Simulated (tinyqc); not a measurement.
# The Fermi level, mass and scattering length from S, n and sigma

Inverse problem. Bulk parabolic band, x = (E - Ec)/kB T, C = hbar^2/(2 m0), kB T in eV. Modes per area gv m kB T x/(4 pi C) times the back-scattering length l0 x^rr give the transport function s0 X(x), s0 = (2 q^2/h) gv m kB T l0/(4 pi C), X = x^(1 + rr). I_k = int X (x - eta)^k w dx, w = 1/(4 cosh^2((x - eta)/2)). sigma = s0 I_0, S = -(kB/q) I_1/I_0; n = 2 gv (m kB T/(4 pi C))^1.5 F(eta), F(y) = (2/sqrt(pi)) int_0^infinity sqrt(u)/(1 + exp(u - y)) du. Find eta, m and l0.

Inputs (values chosen for the exercise): temperature T = 200 K; valleys gv = 6; energy exponent of that length rr = 0.5.

Constants: q = 1.602176634e-19 C, kB = 1.380649e-23 J/K, hbar = 1.054571817e-34 J s, h = 6.62607015e-34 J s, m0 = 9.1093837015e-31 kg, Vt = kB T/q, hbar^2/(2 m0) = 0.0380998212 eV nm^2. Results are converted to the units shown.

S = -475.81520 uV/K
n = 2.4501531e18 cm^-3
sigma = 164.59331 S/cm

Answer. |S| falls steadily as eta rises and depends on nothing else, so it fixes eta; n then gives m, and sigma gives l0.

eta = -3.000
m = 0.7200 m0
l0 = 21.00 nm

tinyqc, about 0.02 s, one thread, Intel Xeon 2.30GHz (shared host): `OMP_NUM_THREADS=1 python tinyqc.py 2800033 2800034 out.jsonl`
